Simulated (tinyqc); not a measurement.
Length of a polyene: Hueckel, PPP and singles CI along the polyenes. Computed by the program tinyqc. Hueckel uses the same beta without repulsion; CIS keeps all single excitations and so misses the low, doubly excited 2Ag state. W is the valence ionisation energy of a centre, MN the Mataga-Nishimoto formula, f the oscillator strength.

All-trans chains of carbon centres 1.40 angstrom apart:

| parameter | value |
|---|---|
| beta (eV), times 1 +/- alternation | -2.150000 |
| alternation | 0.100000 |
| W (eV) | 11.160000 |
| gamma_rr (eV) | 10.690000 |
| repulsion formula | Ohno |

Gaps and excitations (eV):

| centres | Hueckel gap | PPP orbital gap | bright singlet (CIS) | f | lowest triplet (CIS) |
|---|---|---|---|---|---|
| 2 | 4.7300 | 12.1419 | 6.3691 | 0.5461 | 3.0909 |
| 4 | 3.1755 | 9.8763 | 5.0828 | 0.9946 | 2.2865 |
| 8 | 2.0639 | 8.0869 | 3.8510 | 1.7072 | 1.7074 |
| 10 | 1.8084 | 7.6662 | 3.5290 | 2.0132 | 1.5907 |
| 12 | 1.6325 | 7.3807 | 3.3024 | 2.3017 | 1.5175 |

Estimate the missing row, centres = 6.

Computed row:
```
centres  Hueckel gap  PPP orbital gap  bright singlet (CIS)       f  lowest triplet (CIS)
6             2.4649           8.7457                4.3289  1.3726                1.9076
```

The Hueckel gap tends to 4 x alternation x |beta| = 0.86 eV for long chains. Exchange opens the PPP orbital gap, and the attraction of electron and hole brings the bright state 4.08 eV below it at 12 centres; the triplet lies 1.78 eV lower still.
